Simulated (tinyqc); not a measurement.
Inside a calculation: BHZ model on a square lattice (one spin block). Values are carried at full precision from step to step, so a last printed digit may differ when a step is redone from the rounded ones.

h(k) = e0 + d.s with s the Pauli matrices in the basis (E, H), k in units of 1/a: dx = (A/a) sin kx, dy = (A/a) sin ky, dz = M - (2B/a^2)(2 - cos kx - cos ky), e0 = -(2D/a^2)(2 - cos kx - cos ky). The other spin block is h*(-k). For small k this is the continuum model with dz = M - B k^2.

Parameters, chosen for this exercise (of the size used for HgTe wells; the results hold for these values, not for the real material):
- A = 3.76 eV angstrom
- B = -67.2 eV angstrom^2
- D = -57.1 eV angstrom^2
- M = -0.024 eV (mass term)
- a = 50 angstrom (grid spacing)
- k = (0.51, 0.45) 1/a (wave vector)
- nk = 32 (points along kx)

## One k point

Form e0, d and E = e0 -/+ |d|.

e0 = 10.361 meV

dx, dy, dz (meV): 36.711  32.709  -11.807

levels (meV): -40.206  60.927

## Signs of dz at the four invariant points

dz = M, M - 4B/a^2 (twice), M - 8B/a^2 at (0,0), (pi,0), (0,pi), (pi,pi). The product of the signs is (-1)^nu. C = (s00 - s0p - sp0 + spp)/2 is the Chern number of the lower band of this block, in the sense Omega = curl of i<u|grad u>.

dz (meV): (0,0) -24.00, (pi,0) 83.52, (0,pi) 83.52, (pi,pi) 191.04

nu (Z2 index) = 1
C = -1

M/B > 0: the bands are inverted at Gamma alone, a quantum spin Hall insulator.

## Wilson loop

For each ky: x = -(1/2 pi) arg of the product of <u_j|u_(j+1)> over nk points kx = 2 pi j/nk of the lower band, folded into (-1/2, 1/2]. x is the centre of the hybrid Wannier function; minus its winding over ky from -pi to pi (followed on 61 points) is C.

Centres:
```
ky        x (a)
-3.142   0.0000
-1.500   0.0555
-0.700   0.1441
-0.350   0.2612
-0.150   0.3819
0.000    0.5000
0.150   -0.3819
0.350   -0.2612
0.700   -0.1441
1.500   -0.0555
3.142    0.0000
```

C from the winding = -1

The centre winds once across the cell, 48 % of the way within |ky| < 0.35; the other spin winds oppositely, so the pair switches partners.

## Edge state of the continuum model

At a hard wall the state is exp(-l1 y) - exp(-l2 y). At kx = 0: E = -D M/B, slope hbar v = A sqrt(1 - D^2/B^2), l = F -/+ sqrt(F^2 - M/B) with F = |A|/(2 sqrt(B^2 - D^2)); complex l means an oscillating tail. Penetration 1/Re(l1).

E at kx = 0 = 20.393 meV
hbar v = 1.9825 eV angstrom

l1, l2 (1/angstrom): 0.00348  0.10264

penetration = 287.4 angstrom

## Checks

- Chern number from the winding against the sign formula: both -1.0.

Program tinyqc; command `OMP_NUM_THREADS=1 python tinyqc.py 1480256 1480257 out.jsonl`; about 0.1 s on one thread of a shared Intel(R) Xeon(R) Processor @ 2.30GHz.
